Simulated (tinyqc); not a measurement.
p-type polysilicon, carrier trapping at grain boundaries: two steps of the calculation.

One-dimensional grains of size Lg, uniform ionised doping N, monovalent traps Qt at each boundary at a depth Et below (for electrons) or above (for holes) the band edge there, abrupt depletion of width W on each side of a boundary, Boltzmann statistics. xi is the distance from the band edge at the grain centre to the Fermi level. Trapped charge Qt/(1 + exp((xi + VB - Et)/Vt)) = 2 N W, barrier VB = q N W^2/(2 eps0 eps_r).

Values chosen for this exercise; values of the order met in polycrystalline silicon:
```
symbol,value,unit,meaning
T,300,K,temperature
eps_r,11.7,,relative permittivity
NB,2.65e19,cm^-3,valence-band density of states at T
Lg,31,nm,grain size
Qt,3.5e12,cm^-2,trap density of a grain boundary
Et,0.35,eV,depth of the trap level from the majority band edge at the boundary
N,6.1e18,cm^-3,doping
```

Constants: q = 1.602176634e-19 C, kB = 1.380649e-23 J/K, Vt = kB T/q, eps0 = 8.8541878128e-14 F/cm where lengths are in cm. Results are converted to the units shown.

Task 1. New W. Partly depleted grain, xi = Vt ln(NB/N): f = 1/(1 + exp((xi + VB - Et)/Vt)), g = Qt f - 2 N W, g' = -2 Qt f (1 - f) VB/(W Vt) - 2 N, W(new) = W - g/g'.

W at the start = 2.9 nm

Wanted: VB; f; g; g'; W after iteration 1.

Result 1.

VB = 0.03967 V
f = 1.000
g = -3.809e10 cm^-2
g' = -1.220e12 cm^-2/nm
W after iteration 1 = 2.869 nm

Task 2. Depletion width, Fermi level and barrier. If the trap equation with xi = Vt ln(NB/N) has a root W < Lg/2, the grain is partly depleted; otherwise W = Lg/2 and the trap equation gives xi = Et - VB + Vt ln(Qt/(N Lg) - 1). N* = Qt/Lg.

Find: N*; W; xi; VB; share of traps filled.

Result 2.

N* = 1.129e18 cm^-3
W = 2.869 nm
xi = 0.03797 V
VB = 0.03882 V
share of traps filled = 1.000

N is 5.40 N*, and the grain is partly depleted; VB = 1.50 Vt.

Computed by the program tinyqc: `OMP_NUM_THREADS=1 python tinyqc.py 2830064 2830065 out.jsonl`, one thread of a shared Intel Xeon 2.30GHz, about 0.01 s for the whole run.
